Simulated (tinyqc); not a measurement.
Strain-driven roughening and islands of a mismatched epitaxial film: one step, computed by the program tinyqc. Command: `OMP_NUM_THREADS=1 python tinyqc.py 3008672 3008673 out.jsonl island walk`. One thread of a shared host (Intel(R) Xeon(R) Processor @ 2.30GHz), about 0.01 s of CPU time with the checks.

Film and substrate share isotropic elastic constants; the film is coherent and biaxially strained.

Task: Wetting layer. The surface energy depends on thickness as gamma + (gamma_s - gamma) exp(-h/delta). Its curvature adds W2 = (gamma_s - gamma) exp(-h/delta)/delta^2 to the restoring terms; the flat film is stable while W2 > (1 + nu)^2 w^2/gamma, which gives h_c = delta ln[(gamma_s - gamma) gamma/(delta^2 (1 + nu)^2 w^2)], or 0 if negative.

Inputs (values chosen for the exercise, modelled on GaN on AlN): Poisson ratio nu = 0.21; surface energy gamma = 1.8 J/m^2; wetting energy gamma_s - gamma = 0.12 J/m^2; decay length of wetting delta = 0.48 nm.

energy density w = 204.3253 MJ/m^3

Give: wetting-layer thickness h_c.

Result:

wetting-layer thickness h_c = 1.311 nm

Layer-by-layer growth up to h_c, then roughening: the Stranski-Krastanov mode.
